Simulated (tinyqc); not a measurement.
Convergence with the basis: shallow acceptor in the spherical model (Baldereschi-Lipari), strong spin-orbit limit. Computed by tinyqc, a small Python program. Command: `OMP_NUM_THREADS=1 python tinyqc.py 3022261 3022262 out.jsonl acceptor sweep`. One thread of a shared host (Intel(R) Xeon(R) Processor @ 2.30GHz), about 0.02 s of CPU time with the checks.

The 1S(3/2) state has an s envelope f(r) and a d envelope g(r). In effective units they obey -(f'' + 2f'/r + 2f/r) + mu (g'' + 5g'/r + 3g/r^2) = E f and -(g'' + 2g'/r - 6g/r^2 + 2g/r) + mu (f'' - f'/r) = E g. The cubic term, the split-off band and the central cell are left out.

Inputs (values chosen for the exercise, for a model semiconductor):
```
quantity                  value  unit
Luttinger gamma_1          2.88     -
Luttinger gamma_2         0.465     -
Luttinger gamma_3          1.12     -
dielectric constant eps    13.5     -
smallest exponent zeta_1      1  1/a*
ratio beta of exponents     2.6     -
```

Constants: Ry = 13.605693123 eV; a_0 = 0.529177210903 angstrom.

Method:
- Ry* = Ry/(gamma_1 eps^2), a* = a_0 eps gamma_1, mu = (6 gamma_3 + 4 gamma_2)/(5 gamma_1), delta = (gamma_3 - gamma_2)/gamma_1; spherical masses 1/(gamma_1 (1 - mu)) (heavy) and 1/(gamma_1 (1 + mu)) (light).
- zeta_i = zeta_1 beta^(i-1), i = 1..n, in both channels.
- Basis: f_i = exp(-zeta_i r), g_i = r exp(-zeta_i r), weight r^2 dr, s = zeta_i + zeta_j. S_ff = 2/s^3, H_ff = zeta_i zeta_j S_ff - 2/s^2; S_gg = 24/s^5, H_gg = 8/s^3 + 24 zeta_i zeta_j/s^5 - 12/s^4; H(f_i, g_j) = mu (6 zeta_i^2/s^4 + 2 zeta_i/s^3); S_fg = 0. Each function is normalised by sqrt(S_ii).
- H c = E S c with c^T S c = 1 and the largest component positive; the d weight is the part of the norm in g.
- Large basis: zeta_i = 0.08 x 1.55^(i-1), i = 1..20 in each channel; overlap eigenvalues below 1e-11 are dropped.
- Binding energies are -E Ry*; the mass that fits is E(1S) eps^2/Ry.

One run for each value:
```
functions per channel n  E (Ry*)  d weight  1S(3/2) binding in Ry*
1                        -1.2827   0.09753                  1.4922
2                        -1.4462   0.14494                  1.4922
3                        -1.4626   0.15081                  1.4922
4                        -1.4653   0.15181                  1.4922
5                        -1.4659   0.15203                  1.4922
6                        -1.4661   0.15208                  1.4922
```

What does the table show, and why?

Over the rows, E (Ry*) falls from -1.28 to -1.47; d weight rises from 0.0975 to 0.152 (exponent d ln y / d ln x 0.57 between the first rows and 0.0018 between the last); 1S(3/2) binding in Ry* does not change. The error against the large basis falls from 14 % to 1.7 %; every E lies above the converged level, as a variational bound must.

Caution (all rows): gamma_3 and gamma_2 differ by more than 0.17 gamma_1: band warping, left out here, adds several per cent to the binding.

Extremes, crossings and ranges named in words are read from the listed rows.
